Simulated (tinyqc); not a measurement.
# Small-signal admittance of a forward-biased p+-n diode: what changes with what

Holes injected into a neutral base of width wb with an ohmic contact at its end; low injection, p0 far above the equilibrium density. A small voltage v exp(i w t), w = 2 pi f, modulates the edge density by p0 v/Vt, and the small-signal density obeys Dp d2p/dx2 = (1/tau + i w) p.

Values chosen for this exercise; permittivity close to that of 4H silicon carbide:
```
symbol    value      unit                                   meaning
T           300         K                               temperature
eps_r       9.7                               relative permittivity
Nd       1.5e17     cm^-3                 donor density of the base
Dp          2.4    cm^2/s                hole diffusion coefficient
tau        4e-8         s                             hole lifetime
wb          7.1        um                 width of the neutral base
p0       9.8e13     cm^-3  excess hole density at the junction edge
Na         1e19     cm^-3           acceptor density of the p+ side
Rs      0.00052  ohm cm^2                         series resistance
f         3.5e6        Hz                          signal frequency
```

Constants: q = 1.602176634e-19 C, kB = 1.380649e-23 J/K, Vt = kB T/q, eps0 = 8.8541878128e-14 F/cm where lengths are in cm. Results are converted to the units shown.

Each table varies one quantity; the others keep the values above.

## Admittance against frequency

L = sqrt(Dp tau); direct current J = (q Dp p0/L) coth(wb/L); k = sqrt(1 + i w tau)/L; diffusion admittance Y = (q Dp p0/Vt) k coth(k wb) = G + i w C_diff; junction capacitance C_j = sqrt(q eps0 eps_r Nd/(2 Vr)) in the depletion approximation, with the remaining barrier Vr = Vt ln(Na/p0), a rough value under forward bias; base-width modulation is left out. Measured admittance 1/[Rs + 1/(Y + i w C_j)].

The same in every row: C_j (uF/cm^2) = 0.18605.

Admittance against frequency:

| f (Hz) | w tau | G (S/cm^2) | C_diff (uF/cm^2) | measured G (S/cm^2) | measured C (uF/cm^2) | phase of the measured Y (degrees) |
|---|---|---|---|---|---|---|
| 10000 | 0.0025133 | 4.8017 | 0.087034 | 4.7898 | 0.27172 | 0.20423 |
| 60000 | 0.015080 | 4.8018 | 0.087033 | 4.7899 | 0.27172 | 1.2251 |
| 2e5 | 0.050265 | 4.8027 | 0.087022 | 4.7908 | 0.27171 | 4.0766 |
| 1e6 | 0.25133 | 4.8264 | 0.086736 | 4.8159 | 0.27142 | 19.500 |
| 4e6 | 1.0053 | 5.1630 | 0.082721 | 5.1727 | 0.26733 | 52.407 |
| 2e7 | 5.0265 | 8.2395 | 0.053787 | 8.6705 | 0.23774 | 73.816 |
| 7e7 | 17.593 | 14.355 | 0.030836 | 18.865 | 0.21317 | 78.623 |
| 3e8 | 75.398 | 29.078 | 0.015223 | 97.592 | 0.18821 | 74.619 |
| 1e9 | 251.33 | 52.843 | 0.0083768 | 569.00 | 0.13324 | 55.797 |

Read the table: what changes, and by how much?

G starts at J/Vt = 4.80 S/cm^2 and C_diff at (J tau/(2 Vt))(1 - 2 x/sinh 2x) = 0.0870 uF/cm^2, x = wb/L = 2.29. Between the last two rows G goes as f^(0.50) and C_diff as f^(-0.50); the limits are 1/2 and -1/2, reached when the signal penetrates only sqrt(Dp/w). The measured C is 0.50 % below C_diff + C_j in the first row and 31 % below it in the last, the difference being due to Rs.

## Effect of the width of the neutral base

Same model as above.

The same in every row: w tau = 0.8796; C_j (uF/cm^2) = 0.1860.

Effect of the width of the neutral base:

| wb (um) | G (S/cm^2) | C_diff (uF/cm^2) | measured G (S/cm^2) | measured C (uF/cm^2) | phase of the measured Y (degrees) |
|---|---|---|---|---|---|
| 0.15 | 97.25 | 0.003036 | 92.58 | 0.1713 | 2.330 |
| 0.31 | 47.18 | 0.006268 | 46.06 | 0.1832 | 5.000 |
| 0.61 | 24.20 | 0.01229 | 23.91 | 0.1934 | 10.09 |
| 1.2 | 12.75 | 0.02382 | 12.68 | 0.2071 | 19.76 |
| 2.4 | 7.274 | 0.04494 | 7.260 | 0.2293 | 34.78 |
| 4.7 | 5.334 | 0.07222 | 5.336 | 0.2568 | 46.63 |
| 9.4 | 5.072 | 0.08654 | 5.077 | 0.2711 | 49.59 |
| 19 | 5.080 | 0.08714 | 5.085 | 0.2717 | 49.61 |

As wb goes from 0.15 to 19, G goes from 97.3 through a minimum of 5.07 (at wb = 9.4 among the rows listed) to 5.08 S/cm^2, C_diff rises from 0.00304 to 0.0871 uF/cm^2 and the measured C rises from 0.171 to 0.272 uF/cm^2. C_diff stays below C_j.

Numbers from tinyqc (`OMP_NUM_THREADS=1 python tinyqc.py 2890198 2890199 out.jsonl`; about 0.01 s on one thread of a shared Intel Xeon 2.30GHz).
